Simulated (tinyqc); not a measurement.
Hueckel theory of the pi electrons with the omega technique, for the molecule Oc1cccc(-c2ccccc2)c1 (SMILES; centres numbered as the heavy atoms are written), step by step. Computed by tinyqc, a small Python program that keeps every step. Settings: charge = 0, omega = 1.0, damping = 0.3. Command: `OMP_NUM_THREADS=1 python tinyqc.py 27944 27945 out.jsonl` (the two numbers bound the seeds that draw the settings). One thread of a shared host (Intel(R) Xeon(R) Processor @ 2.60GHz), about 0.01 s of CPU time with the checks.

## The Hueckel matrix

Centres:
```
centre  z_r, pi electrons of the neutral centre        h
1O                                            2  1.71000
2C                                            1  0.00000
3C                                            1  0.00000
4C                                            1  0.00000
5C                                            1  0.00000
6C                                            1  0.00000
7C                                            1  0.00000
8C                                            1  0.00000
9C                                            1  0.00000
10C                                           1  0.00000
11C                                           1  0.00000
12C                                           1  0.00000
13C                                           1  0.00000
```

Bonds:
```
i    j        k
1    2  0.74000
2    3        1
3    4        1
4    5        1
5    6        1
6    7        1
7    8        1
8    9        1
9   10        1
10  11        1
11  12        1
6   13        1
13   2        1
12   7        1
```

H_rr = alpha + h_r beta, H_rs = k_rs beta for bonded centres.

Hueckel matrix in units of beta (H = alpha + beta A):
```
          1O       2C       3C       4C       5C       6C       7C       8C
1O   1.71000  0.74000  0.00000  0.00000  0.00000  0.00000  0.00000  0.00000
2C   0.74000  0.00000  1.00000  0.00000  0.00000  0.00000  0.00000  0.00000
3C   0.00000  1.00000  0.00000  1.00000  0.00000  0.00000  0.00000  0.00000
4C   0.00000  0.00000  1.00000  0.00000  1.00000  0.00000  0.00000  0.00000
5C   0.00000  0.00000  0.00000  1.00000  0.00000  1.00000  0.00000  0.00000
6C   0.00000  0.00000  0.00000  0.00000  1.00000  0.00000  1.00000  0.00000
7C   0.00000  0.00000  0.00000  0.00000  0.00000  1.00000  0.00000  1.00000
8C   0.00000  0.00000  0.00000  0.00000  0.00000  0.00000  1.00000  0.00000
9C   0.00000  0.00000  0.00000  0.00000  0.00000  0.00000  0.00000  1.00000
10C  0.00000  0.00000  0.00000  0.00000  0.00000  0.00000  0.00000  0.00000
11C  0.00000  0.00000  0.00000  0.00000  0.00000  0.00000  0.00000  0.00000
12C  0.00000  0.00000  0.00000  0.00000  0.00000  0.00000  1.00000  0.00000
13C  0.00000  1.00000  0.00000  0.00000  0.00000  1.00000  0.00000  0.00000

          9C      10C      11C      12C      13C
1O   0.00000  0.00000  0.00000  0.00000  0.00000
2C   0.00000  0.00000  0.00000  0.00000  1.00000
3C   0.00000  0.00000  0.00000  0.00000  0.00000
4C   0.00000  0.00000  0.00000  0.00000  0.00000
5C   0.00000  0.00000  0.00000  0.00000  0.00000
6C   0.00000  0.00000  0.00000  0.00000  1.00000
7C   0.00000  0.00000  0.00000  1.00000  0.00000
8C   1.00000  0.00000  0.00000  0.00000  0.00000
9C   0.00000  1.00000  0.00000  0.00000  0.00000
10C  1.00000  0.00000  1.00000  0.00000  0.00000
11C  0.00000  1.00000  0.00000  1.00000  0.00000
12C  0.00000  0.00000  1.00000  0.00000  0.00000
13C  0.00000  0.00000  0.00000  0.00000  0.00000
```

## Orbitals, round 1

pi electrons, sum of z_r less the charge = 14

Diagonalise; E = alpha + x beta with beta < 0, so the largest x are filled first; degenerate levels share their electrons. P = sum n_i c_ri c_si; each orbital has its largest coefficient positive (the first on a tie).

x values: 2.35779  2.10585  1.72625  1.26978  1.00000  0.84781  0.68650  -0.70836  -1.00000  -1.04780  -1.33476  -1.90806  -2.28500

occupations: 2.00000  2.00000  2.00000  2.00000  2.00000  2.00000  2.00000  0.00000  0.00000  0.00000  0.00000  0.00000  0.00000

coefficients:
```
         MO1       MO2       MO3       MO4       MO5       MO6       MO7       MO8
1O   0.43931   0.55531   0.51771  -0.20727   0.00000  -0.35873  -0.16804   0.03589
2C   0.38457   0.29705   0.01137   0.12331   0.00000   0.41796   0.23242  -0.11729
3C   0.25491   0.16248  -0.18032   0.44470   0.00000   0.04203   0.44191   0.38447
4C   0.21645   0.04510  -0.32265   0.44137   0.00000  -0.38232   0.07096  -0.15505
5C   0.25544  -0.06750  -0.37666   0.11574   0.00000  -0.36617  -0.39320  -0.27464
6C   0.38581  -0.18724  -0.32755  -0.29441   0.00000   0.07188  -0.34089   0.34959
7C   0.32749  -0.37896  -0.00562  -0.35482   0.00000  -0.15066   0.31719   0.35495
8C   0.19317  -0.30539   0.15893  -0.07806   0.50000  -0.09981   0.27932  -0.30051
9C   0.12797  -0.26415   0.27996   0.25569   0.50000   0.06604  -0.12543  -0.14208
10C  0.10855  -0.25087   0.32436   0.40274   0.00000   0.15580  -0.36543   0.40116
11C  0.12797  -0.26415   0.27996   0.25569  -0.50000   0.06604  -0.12543  -0.14208
12C  0.19317  -0.30539   0.15893  -0.07806  -0.50000  -0.09981   0.27932  -0.30051
13C  0.32674   0.05215  -0.18316  -0.13475   0.00000   0.57777  -0.15801  -0.32795

          MO9      MO10      MO11      MO12      MO13
1O    0.00000   0.12723  -0.08036  -0.07053  -0.04265
2C    0.00000  -0.47415   0.33064   0.34484   0.23023
3C    0.00000  -0.05672  -0.41935  -0.34169  -0.19403
4C    0.00000   0.53359   0.22909   0.30713   0.21314
5C    0.00000  -0.50237   0.11357  -0.24433  -0.29300
6C    0.00000  -0.00720  -0.38068   0.15906   0.45636
7C    0.00000   0.05052   0.35706   0.20492  -0.44931
8C    0.50000  -0.02287  -0.04795  -0.27503   0.28516
9C   -0.50000  -0.02656  -0.29305   0.31985  -0.20228
10C   0.00000   0.05070   0.43911  -0.33527   0.17705
11C   0.50000  -0.02656  -0.29305   0.31985  -0.20228
12C  -0.50000  -0.02287  -0.04795  -0.27503   0.28516
13C   0.00000   0.45940   0.03749  -0.26409  -0.30048
```

charge and bond-order matrix P:
```
           1O        2C        3C        4C        5C        6C        7C        8C
1O    1.93855   0.25049  -0.14531  -0.02633   0.10635  -0.02308   0.00964   0.00521
2C    0.25049   0.96035   0.63871   0.00818  -0.31251   0.00708  -0.03938  -0.00209
3C   -0.14531   0.63871   1.03741   0.66450  -0.03123  -0.30311  -0.00206   0.11097
4C   -0.02633   0.00818   0.66450   0.99800   0.67390  -0.00173  -0.04178   0.00057
5C    0.10635  -0.31251  -0.03123   0.67390   1.02750   0.61641   0.00147  -0.14444
6C   -0.02308   0.00708  -0.30311  -0.00173   0.61641   0.99850   0.36931   0.00049
7C    0.00964  -0.03938  -0.00206  -0.04178   0.00147   0.36931   1.00018   0.61886
8C    0.00521  -0.00209   0.11097   0.00057  -0.14444   0.00049   0.61886   0.99982
9C   -0.00228   0.00782   0.00054   0.00831  -0.00041  -0.04128  -0.00005   0.67659
10C  -0.00332   0.00151  -0.09484  -0.00043   0.11147  -0.00038  -0.30697   0.00014
11C  -0.00228   0.00782   0.00054   0.00831  -0.00041  -0.04128  -0.00005  -0.32341
12C   0.00521  -0.00209   0.11097   0.00057  -0.14444   0.00049   0.61886  -0.00018
13C  -0.15021   0.65442   0.03865  -0.31882  -0.03220   0.62272  -0.00216  -0.14640

           9C       10C       11C       12C       13C
1O   -0.00228  -0.00332  -0.00228   0.00521  -0.15021
2C    0.00782   0.00151   0.00782  -0.00209   0.65442
3C    0.00054  -0.09484   0.00054   0.11097   0.03865
4C    0.00831  -0.00043   0.00831   0.00057  -0.31882
5C   -0.00041   0.11147  -0.00041  -0.14444  -0.03220
6C   -0.04128  -0.00038  -0.04128   0.00049   0.62272
7C   -0.00005  -0.30697  -0.00005   0.61886  -0.00216
8C    0.67659   0.00014  -0.32341  -0.00018  -0.14640
9C    1.00001   0.66015   0.00001  -0.32341   0.00057
10C   0.66015   0.99988   0.66015   0.00014   0.11293
11C   0.00001   0.66015   1.00001   0.67659   0.00057
12C  -0.32341   0.00014   0.67659   0.99982  -0.14640
13C   0.00057   0.11293   0.00057  -0.14640   1.03995
```

## Omega technique, round 1

h_r = h_r(0) + omega q_r, omega = 1, with q_r = z_r - P_rr; 0.3 of the old diagonal is kept.

matrix after round 1:
```
          1O       2C        3C       4C        5C       6C        7C       8C
1O   1.75302  0.74000   0.00000  0.00000   0.00000  0.00000   0.00000  0.00000
2C   0.74000  0.02775   1.00000  0.00000   0.00000  0.00000   0.00000  0.00000
3C   0.00000  1.00000  -0.02619  1.00000   0.00000  0.00000   0.00000  0.00000
4C   0.00000  0.00000   1.00000  0.00140   1.00000  0.00000   0.00000  0.00000
5C   0.00000  0.00000   0.00000  1.00000  -0.01925  1.00000   0.00000  0.00000
6C   0.00000  0.00000   0.00000  0.00000   1.00000  0.00105   1.00000  0.00000
7C   0.00000  0.00000   0.00000  0.00000   0.00000  1.00000  -0.00013  1.00000
8C   0.00000  0.00000   0.00000  0.00000   0.00000  0.00000   1.00000  0.00012
9C   0.00000  0.00000   0.00000  0.00000   0.00000  0.00000   0.00000  1.00000
10C  0.00000  0.00000   0.00000  0.00000   0.00000  0.00000   0.00000  0.00000
11C  0.00000  0.00000   0.00000  0.00000   0.00000  0.00000   0.00000  0.00000
12C  0.00000  0.00000   0.00000  0.00000   0.00000  0.00000   1.00000  0.00000
13C  0.00000  1.00000   0.00000  0.00000   0.00000  1.00000   0.00000  0.00000

           9C      10C       11C      12C       13C
1O    0.00000  0.00000   0.00000  0.00000   0.00000
2C    0.00000  0.00000   0.00000  0.00000   1.00000
3C    0.00000  0.00000   0.00000  0.00000   0.00000
4C    0.00000  0.00000   0.00000  0.00000   0.00000
5C    0.00000  0.00000   0.00000  0.00000   0.00000
6C    0.00000  0.00000   0.00000  0.00000   1.00000
7C    0.00000  0.00000   0.00000  1.00000   0.00000
8C    1.00000  0.00000   0.00000  0.00000   0.00000
9C   -0.00001  1.00000   0.00000  0.00000   0.00000
10C   1.00000  0.00008   1.00000  0.00000   0.00000
11C   0.00000  1.00000  -0.00001  1.00000   0.00000
12C   0.00000  0.00000   1.00000  0.00012   0.00000
13C   0.00000  0.00000   0.00000  0.00000  -0.02796
```

## Orbitals, round 2

As before.

x values: 2.36555  2.12061  1.73290  1.26656  1.00006  0.84657  0.68052  -0.71608  -0.99994  -1.05146  -1.33629  -1.91059  -2.28841

occupations: 2.00000  2.00000  2.00000  2.00000  2.00000  2.00000  2.00000  0.00000  0.00000  0.00000  0.00000  0.00000  0.00000

coefficients:
```
         MO1       MO2       MO3       MO4       MO5       MO6       MO7       MO8
1O   0.48204   0.55093   0.49404  -0.20473   0.00000  -0.35279  -0.15604   0.03588
2C   0.39900   0.27367  -0.01343   0.13458   0.00000   0.43214   0.22615  -0.11973
3C   0.25496   0.13799  -0.19461   0.44167   0.00000   0.04565   0.43748   0.38618
4C   0.21079   0.02257  -0.32891   0.43639   0.00000  -0.39230   0.08302  -0.14669
5C   0.24338  -0.09016  -0.37489   0.11043   0.00000  -0.37721  -0.38110  -0.28093
6C   0.36961  -0.21551  -0.32796  -0.29439   0.00000   0.06570  -0.34970   0.34245
7C   0.30945  -0.39369   0.00079  -0.35954   0.00000  -0.13650   0.31787   0.35902
8C   0.18123  -0.30970   0.16467  -0.08052   0.50002  -0.09063   0.28303  -0.29975
9C   0.11922  -0.26302   0.28454   0.25757   0.49998   0.05978  -0.12530  -0.14435
10C  0.10080  -0.24808   0.32841   0.40675   0.00000   0.14124  -0.36830   0.40311
11C  0.11922  -0.26302   0.28454   0.25757  -0.49998   0.05978  -0.12530  -0.14435
12C  0.18123  -0.30970   0.16467  -0.08052  -0.50002  -0.09063   0.28303  -0.29975
13C  0.32113   0.02707  -0.19388  -0.12345   0.00000   0.56926  -0.17438  -0.32368

          MO9      MO10      MO11      MO12      MO13
1O    0.00000   0.12526  -0.07693   0.06823  -0.04206
2C    0.00000  -0.47472   0.32118  -0.33779   0.22972
3C    0.00000  -0.05025  -0.42675   0.34209  -0.19682
4C    0.00000   0.52624   0.23790  -0.30685   0.21553
5C    0.00000  -0.50380   0.10850   0.24460  -0.29670
6C    0.00000  -0.00621  -0.38081  -0.15577   0.45774
7C    0.00000   0.04046   0.35519  -0.20899  -0.44714
8C   -0.49998  -0.01816  -0.04689   0.27752   0.28272
9C    0.50002  -0.02136  -0.29252  -0.32127  -0.19988
10C   0.00000   0.04062   0.43778   0.33629   0.17468
11C  -0.50002  -0.02136  -0.29252  -0.32127  -0.19988
12C   0.49998  -0.01816  -0.04689   0.27752   0.28272
13C   0.00000   0.46988   0.04558   0.26217  -0.30413
```

charge and bond-order matrix P:
```
           1O        2C        3C        4C        5C        6C        7C        8C
1O    1.94136   0.24236  -0.14403  -0.02470   0.10473  -0.02185   0.00965   0.00476
2C    0.24236   0.98056   0.64042   0.00535  -0.31373   0.00518  -0.03953  -0.00131
3C   -0.14403   0.64042   1.02092   0.66403  -0.02520  -0.30337  -0.00310   0.11108
4C   -0.02470   0.00535   0.66403   1.00869   0.67421  -0.00472  -0.04176   0.00193
5C    0.10473  -0.31373  -0.02520   0.67421   1.01525   0.61662   0.00231  -0.14454
6C   -0.02185   0.00518  -0.30337  -0.00472   0.61662   1.00777   0.36936  -0.00301
7C    0.00965  -0.03953  -0.00310  -0.04176   0.00231   0.36936   0.99939   0.61885
8C    0.00476  -0.00131   0.11108   0.00193  -0.14454  -0.00301   0.61885   1.00138
9C   -0.00228   0.00785   0.00080   0.00831  -0.00059  -0.04130   0.00014   0.67659
10C  -0.00294   0.00081  -0.09494  -0.00170   0.11156   0.00269  -0.30695  -0.00123
11C  -0.00228   0.00785   0.00080   0.00831  -0.00059  -0.04130   0.00014  -0.32341
12C   0.00476  -0.00131   0.11108   0.00193  -0.14454  -0.00301   0.61885   0.00131
13C  -0.14883   0.65618   0.03703  -0.31920  -0.02702   0.62233  -0.00037  -0.14625

           9C       10C       11C       12C       13C
1O   -0.00228  -0.00294  -0.00228   0.00476  -0.14883
2C    0.00785   0.00081   0.00785  -0.00131   0.65618
3C    0.00080  -0.09494   0.00080   0.11108   0.03703
4C    0.00831  -0.00170   0.00831   0.00193  -0.31920
5C   -0.00059   0.11156  -0.00059  -0.14454  -0.02702
6C   -0.04130   0.00269  -0.04130  -0.00301   0.62233
7C    0.00014  -0.30695   0.00014   0.61885  -0.00037
8C    0.67659  -0.00123  -0.32341   0.00131  -0.14625
9C    0.99991   0.66014  -0.00002  -0.32341   0.00017
10C   0.66014   1.00119   0.66014  -0.00123   0.11280
11C  -0.00002   0.66014   0.99991   0.67659   0.00017
12C  -0.32341  -0.00123   0.67659   1.00138  -0.14625
13C   0.00017   0.11280   0.00017  -0.14625   1.02229
```

## Omega technique, round 2

As before.

matrix after round 2:
```
          1O       2C        3C        4C        5C        6C       7C        8C
1O   1.76395  0.74000   0.00000   0.00000   0.00000   0.00000  0.00000   0.00000
2C   0.74000  0.02193   1.00000   0.00000   0.00000   0.00000  0.00000   0.00000
3C   0.00000  1.00000  -0.02250   1.00000   0.00000   0.00000  0.00000   0.00000
4C   0.00000  0.00000   1.00000  -0.00566   1.00000   0.00000  0.00000   0.00000
5C   0.00000  0.00000   0.00000   1.00000  -0.01645   1.00000  0.00000   0.00000
6C   0.00000  0.00000   0.00000   0.00000   1.00000  -0.00512  1.00000   0.00000
7C   0.00000  0.00000   0.00000   0.00000   0.00000   1.00000  0.00039   1.00000
8C   0.00000  0.00000   0.00000   0.00000   0.00000   0.00000  1.00000  -0.00093
9C   0.00000  0.00000   0.00000   0.00000   0.00000   0.00000  0.00000   1.00000
10C  0.00000  0.00000   0.00000   0.00000   0.00000   0.00000  0.00000   0.00000
11C  0.00000  0.00000   0.00000   0.00000   0.00000   0.00000  0.00000   0.00000
12C  0.00000  0.00000   0.00000   0.00000   0.00000   0.00000  1.00000   0.00000
13C  0.00000  1.00000   0.00000   0.00000   0.00000   1.00000  0.00000   0.00000

          9C       10C      11C       12C       13C
1O   0.00000   0.00000  0.00000   0.00000   0.00000
2C   0.00000   0.00000  0.00000   0.00000   1.00000
3C   0.00000   0.00000  0.00000   0.00000   0.00000
4C   0.00000   0.00000  0.00000   0.00000   0.00000
5C   0.00000   0.00000  0.00000   0.00000   0.00000
6C   0.00000   0.00000  0.00000   0.00000   1.00000
7C   0.00000   0.00000  0.00000   1.00000   0.00000
8C   1.00000   0.00000  0.00000   0.00000   0.00000
9C   0.00006   1.00000  0.00000   0.00000   0.00000
10C  1.00000  -0.00081  1.00000   0.00000   0.00000
11C  0.00000   1.00000  0.00006   1.00000   0.00000
12C  0.00000   0.00000  1.00000  -0.00093   0.00000
13C  0.00000   0.00000  0.00000   0.00000  -0.02399
```

## Convergence

Each round sets h_r = h_r(0) + omega (z_r - P_rr), keeping the share named as damping of the old diagonal; repeat until output and input diagonals agree to 1e-6.

Rounds:
```
round   sum n x  largest |h(out) - h(in)|
1      19.98796                  6.15e-02
2      20.02554                  1.56e-02
3      20.03610                  4.44e-03
4      20.03890                  1.14e-03
5      20.03968                  3.26e-04
6      20.03988                  8.37e-05
7      20.03994                  2.40e-05
8      20.03996                  6.15e-06
9      20.03996                  1.77e-06
10     20.03996                  4.52e-07
```

Converged in 10 rounds.

## Energy, charges, bond orders

final x values: 2.36761  2.12433  1.73536  1.26564  0.99949  0.84732  0.68024  -0.71660  -1.00051  -1.05344  -1.33777  -1.91168  -2.28997

occupations: 2.00000  2.00000  2.00000  2.00000  2.00000  2.00000  2.00000  0.00000  0.00000  0.00000  0.00000  0.00000  0.00000

final P:
```
           1O        2C        3C        4C        5C        6C        7C        8C
1O    1.94183   0.24175  -0.14331  -0.02463   0.10400  -0.02175   0.00961   0.00474
2C    0.24175   0.97769   0.64048   0.00592  -0.31373   0.00553  -0.03954  -0.00141
3C   -0.14331   0.64048   1.02404   0.66405  -0.02540  -0.30341  -0.00313   0.11110
4C   -0.02463   0.00592   0.66405   1.00522   0.67421  -0.00392  -0.04176   0.00167
5C    0.10400  -0.31373  -0.02540   0.67421   1.01805   0.61663   0.00232  -0.14454
6C   -0.02175   0.00553  -0.30341  -0.00392   0.61663   1.00492   0.36936  -0.00242
7C    0.00961  -0.03954  -0.00313  -0.04176   0.00232   0.36936   0.99998   0.61885
8C    0.00474  -0.00141   0.11110   0.00167  -0.14454  -0.00242   0.61885   1.00081
9C   -0.00226   0.00785   0.00081   0.00831  -0.00059  -0.04130   0.00005   0.67659
10C  -0.00293   0.00089  -0.09495  -0.00149   0.11156   0.00225  -0.30695  -0.00096
11C  -0.00226   0.00785   0.00081   0.00831  -0.00059  -0.04130   0.00005  -0.32341
12C   0.00474  -0.00141   0.11110   0.00167  -0.14454  -0.00242   0.61885   0.00111
13C  -0.14809   0.65625   0.03593  -0.31923  -0.02746   0.62234  -0.00039  -0.14625

           9C       10C       11C       12C       13C
1O   -0.00226  -0.00293  -0.00226   0.00474  -0.14809
2C    0.00785   0.00089   0.00785  -0.00141   0.65625
3C    0.00081  -0.09495   0.00081   0.11110   0.03593
4C    0.00831  -0.00149   0.00831   0.00167  -0.31923
5C   -0.00059   0.11156  -0.00059  -0.14454  -0.02746
6C   -0.04130   0.00225  -0.04130  -0.00242   0.62234
7C    0.00005  -0.30695   0.00005   0.61885  -0.00039
8C    0.67659  -0.00096  -0.32341   0.00111  -0.14625
9C    1.00021   0.66014  -0.00009  -0.32341   0.00017
10C   0.66014   1.00074   0.66014  -0.00096   0.11281
11C  -0.00009   0.66014   1.00021   0.67659   0.00017
12C  -0.32341  -0.00096   0.67659   1.00081  -0.14625
13C   0.00017   0.11281   0.00017  -0.14625   1.02550
```

E = sum n x; q_r = z_r - P_rr; bond order p = P_rs; free valence = sqrt(3) - sum of p over the bonds of the atom.

pi energy = 14 alpha + this times beta = 20.03996

pi charges: 1O 0.05817, 2C 0.02231, 3C -0.02404, 4C -0.00522, 5C -0.01805, 6C -0.00492, 7C 0.00002, 8C -0.00081, 9C -0.00021, 10C -0.00074, 11C -0.00021, 12C -0.00081, 13C -0.02550

Bond orders and lengths from R = 1.517 - 0.180 p (angstrom, C-C alone):
```
bond         p        R
1-2    0.24175        -
2-3    0.64048  1.40171
3-4    0.66405  1.39747
4-5    0.67421  1.39564
5-6    0.61663  1.40601
6-7    0.36936  1.45052
7-8    0.61885  1.40561
8-9    0.67659  1.39521
9-10   0.66014  1.39817
10-11  0.66014  1.39817
11-12  0.67659  1.39521
6-13   0.62234  1.40498
13-2   0.65625  1.39888
12-7   0.61885  1.40561
```

free valence of the carbons: 2C 0.19357, 3C 0.42752, 4C 0.39379, 5C 0.44121, 6C 0.12372, 7C 0.12500, 8C 0.43661, 9C 0.39532, 10C 0.41177, 11C 0.39532, 12C 0.43661, 13C 0.45347

gap between the highest filled and the next level = 1.39683 |beta|
